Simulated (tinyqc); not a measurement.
BHZ model on a square lattice (one spin block), step by step. Values are carried at full precision from step to step, so a last printed digit may differ when a step is redone from the rounded ones.

h(k) = e0 + d.s with s the Pauli matrices in the basis (E, H), k in units of 1/a: dx = (A/a) sin kx, dy = (A/a) sin ky, dz = M - (2B/a^2)(2 - cos kx - cos ky), e0 = -(2D/a^2)(2 - cos kx - cos ky). The other spin block is h*(-k). For small k this is the continuum model with dz = M - B k^2.

Parameters, chosen for this exercise (of the size used for HgTe wells; not measured data): A = 3.35 eV angstrom; B = -62.3 eV angstrom^2; D = -52.2 eV angstrom^2; M = -0.0179 eV (mass term); a = 25 angstrom (grid spacing); k = (-0.36, 0.25) 1/a (wave vector); nk = 24 (points along kx).

## One k point

Form e0, d and E = e0 -/+ |d|.

e0 = 15.901 meV

dx, dy, dz (meV): [-47.205, 33.152, 1.077]

levels (meV): [-41.793, 73.594]

## Signs of dz at the four invariant points

dz = M, M - 4B/a^2 (twice), M - 8B/a^2 at (0,0), (pi,0), (0,pi), (pi,pi). The product of the signs is (-1)^nu. C = (s00 - s0p - sp0 + spp)/2 is the Chern number of the lower band of this block, in the sense Omega = curl of i<u|grad u>.

dz (meV): (0,0) -17.90, (pi,0) 380.82, (0,pi) 380.82, (pi,pi) 779.54

nu (Z2 index) = 1
C = -1

M/B > 0: the bands are inverted at Gamma alone, a quantum spin Hall insulator.

## Wilson loop

For each ky: x = -(1/2 pi) arg of the product of <u_j|u_(j+1)> over nk points kx = 2 pi j/nk of the lower band, folded into (-1/2, 1/2]. x is the centre of the hybrid Wannier function; minus its winding over ky from -pi to pi (followed on 61 points) is C.

Centres:
```
ky        x (a)
-3.142   0.0000
-1.500   0.0200
-0.700   0.0824
-0.350   0.1725
-0.150   0.2953
0.000    0.5000
0.150   -0.2953
0.350   -0.1725
0.700   -0.0824
1.500   -0.0200
3.142    0.0000
```

C from the winding = -1

The centre winds once across the cell, 66 % of the way within |ky| < 0.35; the other spin winds oppositely, so the pair switches partners.

## Edge state of the continuum model

At a hard wall the state is exp(-l1 y) - exp(-l2 y). At kx = 0: E = -D M/B, slope hbar v = A sqrt(1 - D^2/B^2), l = F -/+ sqrt(F^2 - M/B) with F = |A|/(2 sqrt(B^2 - D^2)); complex l means an oscillating tail. Penetration 1/Re(l1).

E at kx = 0 = 14.998 meV
hbar v = 1.8286 eV angstrom

l1, l2 (1/angstrom): [0.00301, 0.09550]

penetration = 332.4 angstrom

## Checks

- Chern number from the winding against the sign formula: both -1.0.

Program tinyqc; command `OMP_NUM_THREADS=1 python tinyqc.py 1480602 1480603 out.jsonl`; about 0.07 s on one thread of a shared Intel(R) Xeon(R) Processor @ 2.30GHz.
